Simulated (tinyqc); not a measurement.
Exchange splitting: exchange-split free-electron bands and tunnelling magnetoresistance.

Majority and minority bands E = c k^2/m -/+ Dx/2, c = hbar^2/2m0, so k_up = sqrt(m (EF + Dx/2)/c), k_dn = sqrt(m (EF - Dx/2)/c); n_s = k_s^3/(6 pi^2), D_s = m k_s/(4 pi^2 c).

Barrier: kappa = sqrt(mb phi/c), c = hbar^2/2m0. With a = k1/m, b = k2/m, w = kappa/mb, the transmission at normal incidence is T(k1, k2) = 4 a b w^2/[w^2 (a + b)^2 + (w^2 + a^2)(w^2 + b^2) sinh^2(kappa d)]. Parallel: G_P = T(up, up) + T(dn, dn); antiparallel: G_AP = 2 T(up, dn); TMR = (G_P - G_AP)/G_AP. Julliere: TMR = 2 P^2/(1 - P^2). Slonczewski factor: P_eff = P_k (w^2 - a_up a_dn)/(w^2 + a_up a_dn), P_k = (k_up - k_dn)/(k_up + k_dn).

Constants: hbar^2/2m0 = 3.80998211 eV angstrom^2.

Inputs chosen for the exercise:
- EF = 3.62 eV (Fermi energy above the mean band bottom)
- m = 0.81 m0 (mass in the electrodes)
- phi = 0.92 eV (barrier height above EF)
- mb = 0.76 m0 (mass in the barrier)
- d = 7.4 angstrom (barrier thickness)

Dx takes the listed multiples of 2 EF.

Results:

| Dx/(2 EF) | k_up | k_dn | P_k | P_eff | TMR (%) |
|---|---|---|---|---|---|
| 0.10 | 0.9201 | 0.8323 | 0.0501 | -0.0287 | 0.16 |
| 0.20 | 0.9610 | 0.7847 | 0.1010 | -0.0573 | 0.65 |
| 0.35 | 1.0193 | 0.7073 | 0.1807 | -0.0996 | 1.99 |
| 0.65 | 1.1269 | 0.5190 | 0.3693 | -0.1752 | 6.32 |
| 0.80 | 1.1770 | 0.3923 | 0.5000 | -0.1890 | 7.47 |
| 0.90 | 1.2092 | 0.2774 | 0.6268 | -0.1464 | 4.60 |
| 0.97 | 1.2313 | 0.1519 | 0.7803 | 0.0421 | 0.78 |

Give the missing row, Dx/(2 EF) = 0.50.

Computed row:
```
Dx/(2 EF)    k_up    k_dn     P_k    P_eff  TMR (%)
0.50       1.0744  0.6203  0.2679  -0.1403     3.99
```

P_k rises from 0.050 to 0.780, and TMR goes from 0.16 % to 0.8 %, not steadily: its largest value is 7.47 % at 0.8 and its smallest 0.16 % at 0.1; P_eff changes sign along the table. At Dx = 2 EF the minority band is empty (a half metal) and G_AP vanishes.

(tinyqc, `OMP_NUM_THREADS=1 python tinyqc.py 1680769 1680770 out.jsonl`, Intel(R) Xeon(R) Processor @ 2.30GHz, 1 thread, shared host, about 0.01 s.)
